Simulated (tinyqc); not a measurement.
Permeation of metal atoms or ions through a thin barrier or dielectric: time lag, field-aided drift and lifetime: one step, computed by the program tinyqc.

The film 0 < x < d is empty at first; C = C0 at x = 0 and C = 0 at x = d. dC/dt = D d2C/dx2 - v dC/dx with drift v = D z e V/(k_B T d) (uniform field, no space charge).

Question. Scales. D = D0 exp(-E/(k_B T)); time scale d^2/D; Peclet number P = z V/(k_B T), k_B T in eV; 1 nm = 1e-7 cm. Temperatures in kelvin are T(C) + 273.15.

Inputs (values chosen for the exercise, for a model case: singly charged ions through a dielectric):
```
quantity,value,unit
thickness d,19,nm
prefactor D0,4.1e-05,cm^2/s
activation energy E,0.845,eV
charge number z,1,-
voltage V (positive drives ions across),0.47,V
test temperature T,175,C
```

Constants: k_B = 8.617333262e-05 eV/K.

Give: diffusivity D; time scale d^2/D; Peclet number P.

Answer.

diffusivity D = 1.289e-14 cm^2/s

time scale d^2/D = 280.1 s

Peclet number P = 12.17
